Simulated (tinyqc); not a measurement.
CCSD on RHF in the 3-21g basis, for H2, spin multiplicity 1, step by step. One step of it, computed by the program tinyqc.

Question. Orthogonalisation. S = U s U^T; canonical form X = U s^(-1/2), so that X^T S X = 1. Each column of U has its largest component positive (the first on a tie).

overlap S, order 1H 1s, 1H 2s, 2H 1s, 2H 2s:
```
[[1.000000, 0.645899, 0.297607, 0.432391],
 [0.645899, 1.000000, 0.432391, 0.784235],
 [0.297607, 0.432391, 1.000000, 0.645899],
 [0.432391, 0.784235, 0.645899, 1.000000]]
```

Give: eigenvalues of S; X.

Answer.

eigenvalues of S: [0.1354, 0.4355, 0.7828, 2.6463]

X, order 1H 1s, 1H 2s, 2H 1s, 2H 2s:
```
[[-0.6772, 0.8369, 0.7479, 0.2714],
 [1.7986, -0.6691, 0.2816, 0.3395],
 [0.6772, 0.8369, -0.7479, 0.2714],
 [-1.7986, -0.6691, -0.2816, 0.3395]]
```
